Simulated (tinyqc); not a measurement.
Worked calculation: Hubbard chain of 2 sites. Computed by tinyqc, a small Python program that keeps every step. Settings: hopping = 0.72, U = 11.0, mixing = 1, iteration cap = 59. Command: `OMP_NUM_THREADS=1 python tinyqc.py 23262 23263 out.jsonl` (the two numbers bound the seeds that draw the settings). One thread of a shared host (Intel(R) Xeon(R) Processor @ 2.60GHz), about 0.2 s of CPU time with the checks. Later iterations appear only in the table of the cycle.

## Mean-field iteration 1

one-body matrix (hopping and site energies) (eV):
```
,1,2
1,0.000000,-0.720000
2,-0.720000,0.000000
```

U = 11.000000 eV

electrons, up and down: 1  1

mixing = 1

n(up) at the start (a guess, not normalised): 1 0.550000, 2 0.450000

n(down) at the start (a guess): 1 0.450000, 2 0.550000

H(up) = T + U n(down), H(down) = T + U n(up); fill the lowest levels; n(new) = n + mixing (n(out) - n); E = tr T (rho up + rho down) + U sum n_up n_down of the output.

levels, up (eV): 4.593965  6.406035

levels, down (eV): 4.593965  6.406035

energy = 2.328935 eV

n(up) after iteration 1: 1 0.803520, 2 0.196480

n(down) after iteration 1: 1 0.196480, 2 0.803520

## Mean-field iteration 2

As before.

levels, up (eV): 2.084526  8.915474

levels, down (eV): 2.084526  8.915474

energy = -0.059146 eV

n(up) after iteration 2: 1 0.988764, 2 0.011236

n(down) after iteration 2: 1 0.011236, 2 0.988764

## Convergence

Each step fills the lowest levels of T + U n(other spin) and sets n(new) = n + mixing (n(out) - n); stop when output and input agree to 1e-8.

Course of the cycle:
```
iteration,E (eV),largest |n(out) - n(in)|,mean |n_up - n_down|
1,2.32893480,2.54e-01,0.607040
2,-0.05914584,1.85e-01,0.977528
3,-0.09423624,6.81e-03,0.991152
4,-0.09425454,1.19e-04,0.991390
5,-0.09425455,2.04e-06,0.991394
6,-0.09425455,3.50e-08,0.991394
7,-0.09425455,6.00e-10,0.991394
```

local moments n_up - n_down: 1 0.991394, 2 -0.991394

Converged in 7 iterations. Before convergence this energy mixes input and output and is not variational, so it may rise towards its limit.

## The many-body Hamiltonian

Basis: all placements (u, d, 2, 0 on each site), up operators ordered before down ones; hops carry the sign of the same-spin electrons passed.

H (eV), lower triangle:
```
,20,ud,du,02
20,11.000000
ud,-0.720000,0.000000
du,-0.720000,0.000000,0.000000
02,0.000000,-0.720000,-0.720000,11.000000
```

## Exact diagonalisation (4 states)

Lowest levels of the sector, and the double occupancy of the lowest state.

lowest levels (eV): -0.185385  0.000000  11.000000  11.185385

double occupancy per site = 0.008152

The mean-field solution above lies 0.0911 eV above the exact energy.
